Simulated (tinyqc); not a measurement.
What each parameter does: strain-driven crossing of the Gamma and L valleys in a germanium-like crystal.

Biaxial loads: e0 is the in-plane strain e_par and the normal is free. (001): e_perp = -2 (C12/C11) e_par; exx = eyy = e_par, ezz = e_perp, no shear. (111): e_perp = -(2 C11 + 4 C12 - 4 C44)/(C11 + 2 C12 + 4 C44) e_par; exx = eyy = ezz = (2 e_par + e_perp)/3 and exy = eyz = ezx = (e_perp - e_par)/3. (110): e_perp = -(C11 + 3 C12 - 2 C44)/(C11 + C12 + 2 C44) e_par; exx = eyy = (e_par + e_perp)/2, ezz = e_par, exy = (e_perp - e_par)/2, eyz = ezx = 0. Uniaxial loads: a stress along n, scaled so that n.e.n = e0, with exx = s11 sxx + s12 (syy + szz), exy = s44 sxy/2, s11 = (C11 + C12)/((C11 - C12)(C11 + 2 C12)), s12 = -C12/((C11 - C12)(C11 + 2 C12)), s44 = 1/C44.

Edges from the unstrained valence top: Gamma at Eg + ac tr(e); an L valley with unit axis u at EgL + aL tr(e) + XuL (u.e.u - tr(e)/3), u along [111], [1-1-1], [-11-1], [-1-11]; valence edges are the levels of the 6 x 6 matrix of X, Y, Z times spin with -Dso/3 + l exx + m (eyy + ezz) on the diagonal (cyclic), n exy off it, l = av + 2 b, m = av - b, n = sqrt(3) d. Spin-orbit term (Dso/3) L.sigma on X, Y, Z with (L_k)_ij = -i epsilon_kij: <X+|H|Y+> = -i Dso/3, <X+|H|Z-> = Dso/3, <Y+|H|Z-> = -i Dso/3, <Z+|H|X-> = -Dso/3, <Z+|H|Y-> = i Dso/3, <X-|H|Y-> = i Dso/3, and their conjugates; + and - are the spin along z.

Values chosen for the exercise (near those of Ge, gaps at low temperature; shifted at random, so the results belong to these values and not to a real crystal): Eg = 0.909 eV (gap at Gamma to the s-like level); EgL = 0.755 eV (gap to L); Dso = 0.285 eV (spin-orbit splitting); ac = -8.3 eV (conduction deformation potential); av = 1.23 eV (valence hydrostatic potential); b = -2.57 eV (tetragonal shear potential); d = -5.4 eV (trigonal shear potential); aL = -1.66 eV (hydrostatic potential of the L edge, Xd + Xu/3); XuL = 16.41 eV (uniaxial potential, L); C11 = 130.3 GPa; C12 = 49 GPa; C44 = 65.9 GPa; load = uniaxial [111] (kind of strain); e0 = 0.0437 (size of the strain).

Direct gap, Gamma minus the lowest L edge and the valence splitting. Each row changes one parameter from the base and keeps the others.

Results:
```
case              direct gap (eV)  Gamma - L (meV)  valence splitting (meV)
base                       0.4706            144.5                    147.4
Dso = 0.32775 eV           0.4706            144.5                    162.1
ac = -9.545 eV             0.4340            107.9                    147.4
XuL = 13.9485 eV           0.4706            116.7                    147.4
b = -2.1845 eV             0.4706            144.5                    147.4
av = 1.0455 eV             0.4760            144.5                    147.4
C12 = 41.65 GPa            0.4582            131.4                    146.7
aL = -1.411 eV             0.4706            137.2                    147.4
```

The largest shifts from the base row, up to three for each result and ties (the steps differ in size, so this ranks the rows, not the parameters). direct gap (eV): ac -0.0366, C12 -0.0123, av +0.0054; unchanged at the printed digits by Dso, XuL, b and aL. Gamma - L (meV): ac -36.6, XuL -27.8, C12 -13.1; unchanged at the printed digits by Dso, b and av. valence splitting (meV): Dso +14.7, C12 -0.7; unchanged at the printed digits by ac, XuL, b, av and aL.

(tinyqc, `OMP_NUM_THREADS=1 python tinyqc.py 1080317 1080318 out.jsonl`, Intel(R) Xeon(R) Processor @ 2.30GHz, 1 thread, shared host, about 0.01 s.)
